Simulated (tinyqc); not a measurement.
Input admittance of a MOSFET at zero drain bias: distributed channel and distributed gate: one step of the calculation.

Source and drain grounded, strong inversion, w = 2 pi f, Cox = eps0 eox/tox. The channel is an RC line of resistance 1/(mu Cox Vo) per square fed from both ends, so one finger has the intrinsic admittance y = i w Cox L tanh(g)/g per width, g = (1/2) sqrt(i w tau), tau = L^2/(mu Vo). The vertical resistance rv/L is in series with y, the overlaps 2 i w Cov in parallel: y_t = 1/(1/y + rv/L) + 2 i w Cov. The gate strip is a line of Rsh/L per length loaded by y_t, so a finger has Y = y_t Wf tanh(k)/k, k = (Wf/sd) sqrt(y_t Rsh/L); the device has Nf Y.

Question. Input impedance of the device. k and Y as defined; Z = 1/(Nf Y) = R + 1/(i w C); Q = |Im Z|/R; signal at the point farthest from a contact |1/cosh k|.

Inputs (values chosen for the exercise); values of the order met in silicon radio-frequency transistors:
```
symbol,value,unit,meaning
L,0.08,um,channel length
Wf,0.85,um,finger width
Nf,32,,number of fingers
Rsh,18,ohm/square,sheet resistance of the gate
sd,1,,number of ends at which a finger is contacted
f,38,GHz,frequency
```

y_t = 10.23932+413.96367i uS/um

Wanted: k; Nf Y; R; C; Q; signal at the far point.

Answer.

k = 0.1857+0.1812i
Nf Y = 0.53+11.24i mS
R = 4.187 ohm
C = 47.18 fF
Q = 21.20
signal at the far point = 0.9988

tinyqc, about 0.01 s, one thread, Intel Xeon 2.30GHz (shared host): `OMP_NUM_THREADS=1 python tinyqc.py 2262097 2262098 out.jsonl`
